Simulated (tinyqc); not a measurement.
Froehlich polaron in a polar crystal. Changing the band mass m*. Computed by tinyqc, a small Python program. Command: `OMP_NUM_THREADS=1 python tinyqc.py 3016742 3016743 out.jsonl frohlich sweep`. One thread of a shared host (Intel(R) Xeon(R) Processor @ 2.30GHz), about 0.1 s of CPU time with the checks.

One electron in a parabolic band of mass m*, coupled to dispersionless LO phonons in the continuum model. Energies are in units of hbar omega unless marked, wave numbers in k_0 = sqrt(2 m* omega/hbar).

Inputs (values chosen for the exercise, for a model crystal):
```
quantity,value,unit
LO phonon energy hbar omega,117,meV
eps_inf,11.3,-
static dielectric constant eps_s,39,-
electron wave number k/k_0,0.41,-
```

Constants: hbar^2/(2 m_0) = 3.80998212 eV angstrom^2; e^2/(4 pi eps_0) = 14.39964548 eV angstrom.

Method:
- 1/eps* = 1/eps_inf - 1/eps_s; k_0 = sqrt(2 m* omega/hbar) = sqrt(m* hbar omega / (hbar^2/(2 m_0))) with m* in m_0; alpha = (e^2/(4 pi eps_0)) k_0/(2 eps* hbar omega); polaron length 1/k_0.
- At T = 0 and k < k_0: E(k) = (k/k_0)^2 - alpha arcsin(k/k_0)/(k/k_0); so E(0) = -alpha, 1/m_p = (1 - alpha/6)/m*, and the mean number of phonons in the cloud at k = 0 is alpha/2. The Lee-Low-Pines variational state gives the same E(0) and m_p = m* (1 + alpha/6).
- Feynman's bound: E(v, w) = 3 (v - w)^2/(4 v) - (alpha v/sqrt(pi)) int_0^infinity e^-u D(u)^(-1/2) du, D = w^2 u + ((v^2 - w^2)/v)(1 - e^(-v u)); integrals by 80 Gauss-Legendre points in s from 0 to 1 with u = 40 s^2.
- Minimise over v > w > 0 (simplex search); mass m_p/m* = 1 + (alpha v^3/(3 sqrt(pi))) int u^2 e^-u D^(-3/2) du.

One run for each value:
```
band mass m* (m_0),coupling constant alpha,"polaron energy, Feynman (meV)","m_p/m*, Feynman","m_p/m*, Lee-Low-Pines",polaron length 1/k_0 (angstrom)
0.040,0.1356,-15.89,1.023,1.0226,28.532
0.073,0.1831,-21.48,1.031,1.0305,21.121
0.130,0.2444,-28.68,1.042,1.0407,15.827
0.240,0.3321,-39.01,1.058,1.0553,11.648
0.450,0.4547,-53.50,1.081,1.0758,8.507
0.820,0.6138,-72.37,1.113,1.1023,6.302
1.500,0.8301,-98.17,1.158,1.1384,4.659
2.700,1.1137,-132.21,1.222,1.1856,3.473
5.000,1.5156,-180.94,1.325,1.2526,2.552
```

Over the rows, coupling constant alpha rises from 0.136 to 1.52 (exponent d ln y / d ln x about 0.50 throughout); polaron energy, Feynman (meV) falls from -15.9 to -181 (exponent d ln y / d ln x about 0.50 throughout); m_p/m*, Feynman rises from 1.02 to 1.32 (exponent d ln y / d ln x 0.013 between the first rows and 0.13 between the last). The exponent of coupling constant alpha stays at 0.50: alpha goes as sqrt(m*). The exponent of polaron length 1/k_0 stays at -0.50: the length goes as m*^(-1/2). A heavy electron is slow enough for the ions to follow. The Feynman mass is 1.000 times the Lee-Low-Pines one in the first row and 1.06 in the last (alpha = 1.5); the energy starts as -alpha hbar omega and gains an alpha^2 term.

Caution (rows 1.50, 2.70, 5.00): for these m* and hbar omega the length 1/k_0 is under 5 angstrom, near a lattice spacing, where the continuum model loses its footing.
